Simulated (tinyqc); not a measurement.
## Crystallisation kinetics and data retention of a phase-change cell: kissinger analysis

Johnson-Mehl-Avrami-Kolmogorov law X = 1 - exp(-y^n), y = integral of k dt, k = (1/100 s) exp[-(Ec q/kB)(1/T - 1/T1)].

Tp is the temperature of the largest dX/dt on a ramp of rate b (b in K/min in the logarithm).

Inputs (values chosen for the exercise); values of the order of Ge-Sb-Te and related chalcogenides:
```
symbol,value,unit,meaning
Ec,1.91,eV,activation energy of crystallisation
T1,460,K,temperature at which the rate k is 1/(100 s)
n,4,,Avrami exponent
```

Constants: q = 1.602176634e-19 C, kB = 1.380649e-23 J/K. Results are converted to the units shown.

Result of one run:
```
b (K/min)	Tp (K)	q/kB Tp (1/eV)	ln(b/Tp^2)	X at the peak
100	488.2	23.77	-7.776	0.6283
```

What becomes of these results when the heating rate b is changed from 100 to 2 K/min, all else the same?

Result of the changed run:
```
b (K/min)	Tp (K)	q/kB Tp (1/eV)	ln(b/Tp^2)	X at the peak
2	450.9	25.74	-11.53	0.6286
```

The whole series:
```
b (K/min)	Tp (K)	q/kB Tp (1/eV)	ln(b/Tp^2)	X at the peak
0.5	439.0	26.44	-12.86	0.6287
1	444.8	26.09	-12.20	0.6286
2	450.9	25.74	-11.53	0.6286
5	459.1	25.28	-10.65	0.6285
10	465.5	24.93	-9.984	0.6285
20	472.1	24.58	-9.319	0.6284
50	481.1	24.12	-8.440	0.6283
100	488.2	23.77	-7.776	0.6283
```

Tp rises from 439 to 488 K. The slope of ln(b/Tp^2) against q/kB Tp between the end rows is -1.909 eV, against Ec = 1.91 eV, and X at the peak stays near 1 - 1/e = 0.632 (0.629 to 0.628).

Range of the model: One Arrhenius rate is assumed; incubation, growth from the boundary and the non-Arrhenius kinetics of the supercooled liquid are left out.

Computed by the program tinyqc: `OMP_NUM_THREADS=1 python tinyqc.py 2490134 2490135 out.jsonl`, one thread of a shared Intel Xeon 2.30GHz, about 0.02 s for the whole run.
